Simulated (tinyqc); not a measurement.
Worked calculation: wafer bonding and layer transfer: bond energy, gap closing, particles, bonding of dissimilar wafers and hydrogen blisters. Computed by tinyqc, a small Python program that keeps every step. Command: `OMP_NUM_THREADS=1 python tinyqc.py 3014823 3014824 out.jsonl bond walk`. One thread of a shared host (Intel(R) Xeon(R) Processor @ 2.30GHz), about 0.01 s of CPU time with the checks. Intermediate numbers are printed to about 6 digits and carried at full precision; extremes and crossings named in words are read from the listed rows.

gamma is the energy per area of each of the two surfaces; plates are isotropic, and both wafers have E1 and t1.

Inputs (values chosen for the exercise, for model wafers):
```
quantity                                      value        unit
Young's modulus E1                              140         GPa
Poisson ratio nu                                0.3           -
thickness t1                                    525  micrometre
blade thickness t_b                             150  micrometre
crack length L                                 23.6          mm
particle radius h                              0.25  micrometre
radius of a shallow gap R                      0.19          mm
half height of the gap h_g                      4.6          nm
implant depth d                                 1.1  micrometre
hydrogen dose                                   8.9   1e16/cm^2
share of the dose released as H2               0.36           -
surface energy of the weakened plane gamma_s    1.2       J/m^2
anneal temperature T                            700           K
```

Pair: two equal wafers.

Constants: k_B = 1.380649e-23 J/K.

## Bond energy from the blade test

Two cantilevers opened by t_b: gamma = 3 t_b^2 E1 t1^3 E2 t2^3/(16 L^4 (E1 t1^3 + E2 t2^3)).

bond energy gamma = 0.137756 J/m^2

An error of 5 % in L changes gamma by about 20 %. This is the level of van der Waals or hydrogen bonds, as after contact at room temperature.

## Does a shallow gap close?

E' = E1/(1 - nu^2), equal wafers of thickness t1 assumed. A gap of radius R closes if h_g < h_c: h_c = R^2/sqrt((2/3) E' t1^3/gamma) for R > 2 t1 (plate bending), h_c = 3.6 sqrt(R gamma/E') for R < 2 t1 (local deformation).

closable height h_c = 46.9561 nm

h_g/h_c = 0.0979639

The gap closes.

## Void around a particle

E' = E1/(1 - nu^2), equal wafers assumed. Void radius in the plate regime: R_v = [(2/3) E' t1^3/gamma]^(1/4) h^(1/2). Below h_crit = 5 sqrt(t1 gamma/E') the wafers deform locally and R_v is of the order of h (taken as h).

critical particle radius = 0.108408 micrometre

void radius = 1610.87 micrometre

The void is 6400 times the particle.

## Blistering after hydrogen implantation

A flat crack of radius r under a layer of thickness d, as a clamped plate: centre height w = 3 p r^4/(16 E' d^3), volume pi r^2 w/3, energy release G = 3 p^2 r^4/(32 E' d^3), E' = E1/(1 - nu^2). It grows when G = 2 gamma_s. The gas comes from the area pi r^2: p V = (dose x share/2) pi r^2 k_B T, and G = p w/2 = (3/2) N k_B T with N the H2 molecules per area. Share needed: G = 2 gamma_s. The pressure and height at growth are given for r = 10 d.

energy release G = 2.32239 J/m^2

share of the dose needed = 0.372031

pressure at growth = 18.9220 MPa

height at growth = 253.673 nm

The released gas does not suffice by this estimate. In this plate limit G depends on neither r nor d.

## Closable height against the size of the gap

The formulas are those given above.

Gap closing:
```
R (mm)    regime     h_c (nm)  slope h_c/R
1.00e-04   local  1.07725e+00    0.0107725
1.00e-03   local  3.40655e+00    0.0034066
1.00e-02   local  1.07725e+01    0.0010772
1.00e-01   local  3.40655e+01    0.0003407
5.00e-01   local  7.61728e+01    0.0001523
2.00e+00   plate  3.85371e+02    0.0001927
5.00e+00   plate  2.40857e+03    0.0004817
2.00e+01   plate  3.85371e+04    0.0019269
5.00e+01   plate  2.40857e+05    0.0048171
```

Roughness of 100 nm scale may be 1.1 nm in half height, waviness of radius 5 cm as much as 240 micrometre: h_c goes as R^(1/2) when the wafer deforms locally and as R^2 when it bends. The allowed slope is least near R = 2 t1, so defects about 4 t1 wide are the hardest to close; bow matters little.

Checks made by the program: gamma against the derivative of the beam energy (relative difference 2e-10).
